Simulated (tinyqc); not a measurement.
Hydrogenic impurity: series, fields, screening, photoionisation and donor-acceptor pairs: one step, computed by the program tinyqc.

One isotropic, parabolic band. Effective units: Ry* and a*, in which H = -nabla^2 - 2/r.

Task: A donor-acceptor pair. No-phonon line h nu(r) = E_g - Ry* - E_A + e^2/(4 pi eps_0 eps r); rate W(r) = W_0 exp(-2 r/a*), the donor being the shallower centre; lifetime 1/W; zero field.

Inputs (values chosen for the exercise, modelled on CdS):
```
quantity                 value      unit
dielectric constant eps    8.7         -
gap E_g                   2.54        eV
acceptor depth E_A         175       meV
pair distance r            133  angstrom
rate prefactor W_0       3e+06       1/s
```

Parts treated: screening and pairs.

Ry* = 36.31061 meV

a* = 22.79130 angstrom

Constants: e^2/(4 pi eps_0) = 14.39964548 eV angstrom.

Give: Coulomb term; photon energy; rate W; lifetime.

Result:

Coulomb term = 12.44 meV

photon energy = 2.341 eV

rate W = 25.61 1/s

lifetime = 0.03905 s
